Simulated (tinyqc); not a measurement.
From one set of inputs to another, one input at a time: kinetic Monte Carlo and master equation for a particle on a ring of sites with traps and bias. Computed by tinyqc, a small Python program. Command: `OMP_NUM_THREADS=1 python tinyqc.py 3030239 3030240 out.jsonl kmc ladder`. One thread of a shared host (Intel(R) Xeon(R) Processor @ 2.30GHz), about 0.01 s of CPU time with the checks.

6 sites on a ring, numbered 1 to 6. The saddle between i and i+1 lies at E0 + s b_i and site i at s eps_i; a force F tilts the landscape, with the saddle half-way.

The inputs printed are set A. Inputs not listed in the table keep their values of set A, so the rows need not describe a real material.

Inputs (values chosen for the exercise, for a model defect):
```
quantity                         value         unit
reference barrier E0              0.35           eV
scale factor s of the disorder       1            -
attempt frequency nu               1.1          THz
temperature T                      310            K
site spacing a                     3.7     angstrom
force F along the ring          0.0027  eV/angstrom
```

Disorder: both.

site energies eps_i (eV): -0.026  0  -0.024  0  0  0

saddle shifts b_i between sites i and i+1 (eV): 0.00011  0.038  0.027  -0.021  0.026  0.017

Constants: k_B = 8.617333262e-05 eV/K.

Method:
- Rates: k(i to i+1) = nu exp(-(E0 + s b_i - s eps_i - F a/2)/(k_B T)), k(i to i-1) = nu exp(-(E0 + s b_(i-1) - s eps_i + F a/2)/(k_B T)).
- Share right = k right/(k right + k left); mean stay = 1/(k right + k left).
- Master equation dP/dt = W P, W_(i+1,i) = k right, W_(i-1,i) = k left, columns summing to zero. The steady state is its null vector; drift v = a sum P_i (k right - k left). D = a^2 lambda''(0)/2, where lambda(q) is the leading eigenvalue of W with right hops weighted by exp(q) and left hops by exp(-q).
- The slowest relaxation rate is minus the real part of the next eigenvalue of W. 1 angstrom = 1e-8 cm.
- At zero force D0 = a^2 nu exp(-E0/(k_B T)) / [<exp(-s eps/(k_B T))> <exp(s b/(k_B T))>], with means over the ring; Einstein relation v = D0 F/(k_B T); 1 angstrom = 1e-8 cm.

Each row keeps all changes above it:
```
input moved                             from       to  drift velocity v (cm/s)  diffusivity D (cm^2/s)  D0 over the value without disorder
set A                                      -        -                9.670e-03               9.906e-10                              0.3068
site spacing a (angstrom)                3.7      2.4                4.045e-03               4.060e-10                              0.3068
reference barrier E0 (eV)               0.35     0.57                1.072e-06               1.076e-13                              0.3068
force F along the ring (eV/angstrom)  0.0027  0.00029                1.143e-07               1.053e-13                              0.3068
attempt frequency nu (THz)               1.1      3.3                3.429e-07               3.159e-13                              0.3068
temperature T (K)                        310      500                1.186e-03               1.763e-09                              0.5158
```

Where does the difference come from?

Drift velocity v goes from 0.00967 to 0.00119, a factor 0.123 in all. The largest single move comes from reference barrier E0 (a factor 2.65e-4), and temperature T works against it (a factor 3460). Diffusivity D goes from 9.91e-10 to 1.76e-9, a factor 1.78 in all. The largest single move comes from temperature T (a factor 5580), and reference barrier E0 works against it (a factor 2.65e-4). D0 over the value without disorder goes from 0.307 to 0.516, a factor 1.68 in all. The largest single move comes from temperature T (a factor 1.68). The single moves hold for this order of the switches; the total does not depend on the order.

Extremes, crossings and ranges named in words are read from the listed rows.
